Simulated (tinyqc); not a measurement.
## Pinning factor and decay constant from two barriers

Problem. phiB = S (phiM - chi) + (1 - S)(Eg - E0) with S = 1/(1 + (1/S0 - 1) exp(-be ti)). Find S0, S at the given thickness and be.

Values chosen for this exercise; semiconductor values close to those of 4H silicon carbide; interlayer mass of the order of that in hafnium oxide, offset chosen freely:
```
symbol,value,unit,meaning
Eg,3.19,eV,band gap
chi,3.71,eV,electron affinity
E0,1.8,eV,charge-neutrality level above the valence band
phiM,3.7,eV,metal work function
```

phiB at ti = 0, 0.3 nm (eV): 0.452  0.17085884

Answer. Each barrier gives its S by linear interpolation between the pinned and the unpinned value; the ratio of the two values of 1/S - 1 is exp(be ti).

S0 = 0.6700
S = 0.8708
be = 4.000 1/nm

Numbers from tinyqc (`OMP_NUM_THREADS=1 python tinyqc.py 2270085 2270086 out.jsonl`; about 0.02 s on one thread of a shared Intel Xeon 2.30GHz).
